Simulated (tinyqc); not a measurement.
What moves the results: deformation potentials from a strained empirical pseudopotential. A value that a table varies takes the place of the one given here.

Diamond lattice, no spin-orbit coupling. Atomic form factor V(q) = a1 (q^2 - a2)/(a3 exp(a4 q^2) - 1) in rydberg with q in 1/bohr, for the unstrained cell. Under a strain e the reciprocal vectors and k go over into (1 + e)^(-1) G, the atoms sit at +/- tau with tau = (1 + e) a (1,1,1)/8 - zeta a (eyz, ezx, exy)/4, and H(G,G') = c |k + G|^2 delta + (V(q)/det(1 + e)) cos(q.tau), q = G - G', with the term q = 0 left out; c = hbar^2/2m0. The basis is fixed before straining: all G with |k + G|^2 up to 16 (2 pi/a)^2. k is given in units of 2 pi/a of the unstrained cell.

Constants: hbar^2/2m0 = 3.80998211 eV angstrom^2; Ry = 13.60569312 eV; a0 (Bohr radius) = 0.5291772105 angstrom.

Values chosen for the exercise (near those of Si; shifted at random, so the results belong to these values and not to a real crystal):

| symbol | value | unit | meaning |
|---|---|---|---|
| a | 5.421 | angstrom | lattice constant |
| A | (0.533, 2.177, 2.063, 0.486) |  | a1 (Ry bohr^2), a2 (1/bohr^2), a3, a4 (bohr^2) |
| h | 0.004 |  | size of the test strain |
| kD | 0.82 | 2 pi/a | position of the Delta minimum |
| a1 | 0.533 |  |  |
| a2 | 2.177 |  |  |
| a3 | 2.063 |  |  |
| a4 | 0.486 |  |  |

## The internal displacement

Xu of L (level 5, the lowest empty one) and d from exy = eyz = ezx = h for several zeta: Xu = [E(L [111]) - E(L [1-1-1])]/((8/3) h), d = (single valence level - pair)/(3 sqrt(3) h). zeta = 0 strains the bonds with the lattice; zeta = 1 keeps all four bond lengths equal to first order.

Results:

| zeta | Xu (L) (eV) | d (eV) |
|---|---|---|
| 0.00 | 11.48 | 0.34 |
| 0.25 | 11.79 | -1.92 |
| 0.50 | 12.12 | -4.17 |
| 0.60 | 12.25 | -5.07 |
| 0.75 | 12.46 | -6.42 |
| 1.00 | 12.81 | -8.67 |

What does this show, and why?

From zeta = 0 to 1, d goes from 0.34 to -8.67 eV and Xu (L) from 11.48 to 12.81 eV, both nearly linearly: the displacement is an optical-phonon mode, and d = d(0) - zeta d0/4 gives its deformation potential d0 = 36 eV. Leaving the relaxation out (zeta = 0 for 0.5) moves d by +4.51 eV, which reverses its sign, and Xu (L) by -0.63 eV. Tetragonal strain has no such freedom.

## Size of the test strain

e = diag(-h/2, -h/2, h). Xu = [E(Delta z) - E(Delta x)]/(1.5 h) at fixed kD, b = [E(Z) - E(X, Y)]/(4.5 h); one-sided from +h alone, central from +h and -h.

Results (eV):

| h | Xu one-sided | Xu central | b one-sided | b central |
|---|---|---|---|---|
| 0.0010 | 8.099 | 8.105 | -3.261 | -3.257 |
| 0.0025 | 8.092 | 8.105 | -3.267 | -3.257 |
| 0.0050 | 8.079 | 8.105 | -3.277 | -3.257 |
| 0.0100 | 8.054 | 8.106 | -3.298 | -3.257 |
| 0.0200 | 8.006 | 8.110 | -3.340 | -3.258 |
| 0.0300 | 7.960 | 8.117 | -3.382 | -3.259 |

What does this show, and why?

From h = 0.001 to 0.03 the one-sided Xu drifts by -0.139 eV and the central one by +0.012 eV; for b the drifts are -0.121 and -0.003 eV. The central difference cancels the term of second order in the strain, so its error goes as h^2. At h = 0.02 the linear law errs by 1.2 % for the valley splitting and 2.6 % for the valence splitting.

## What each parameter of the potential does

Gaps from the valence top to level 8 at Gamma and level 5 at (kD,0,0) and L, and their deformation potentials [E(+h) - E(-h)]/(3 ln((1 + h)/(1 - h))) for e = +/- h 1, h = 0.002. The row for the lattice constant keeps V(q) without the volume factor, so it is not a strain. Each row changes one parameter from the base and keeps the others.

Results:

| case | Gamma (eV) | Delta (eV) | L (eV) | potential Gamma (eV) | potential Delta (eV) | potential L (eV) |
|---|---|---|---|---|---|---|
| base | 4.183 | 0.973 | 1.966 | -8.69 | 2.71 | -1.88 |
| a = 5.475 angstrom | 4.055 | 1.263 | 2.064 | -8.98 | 2.41 | -2.06 |
| a1 = 0.538 | 4.226 | 1.040 | 2.014 | -8.76 | 2.71 | -1.90 |
| a2 = 2.199 | 4.069 | 1.047 | 1.962 | -8.76 | 2.66 | -1.92 |
| a3 = 2.084 | 4.134 | 0.881 | 1.902 | -8.59 | 2.71 | -1.88 |
| a4 = 0.481 | 4.278 | 1.060 | 2.041 | -8.85 | 2.64 | -1.96 |

How do the results move?

The largest shifts from the base row, up to three for each result and ties (the steps differ in size, so this ranks the rows, not the parameters). Gamma (eV): a -0.127, a2 -0.113, a4 +0.095. Delta (eV): a +0.290, a3 -0.092, a4 +0.087. L (eV): a +0.098, a4 +0.076, a3 -0.064. potential Gamma (eV): a -0.29, a4 -0.17, a3 +0.09. potential Delta (eV): a -0.31, a4 -0.08, a2 -0.05; unchanged at the printed digits by a1 and a3. potential L (eV): a -0.18, a4 -0.08, a2 -0.03; unchanged at the printed digits by a3.

Program tinyqc; command `OMP_NUM_THREADS=1 python tinyqc.py 1850354 1850355 out.jsonl`; about 0.2 s on one thread of a shared Intel(R) Xeon(R) Processor @ 2.30GHz.
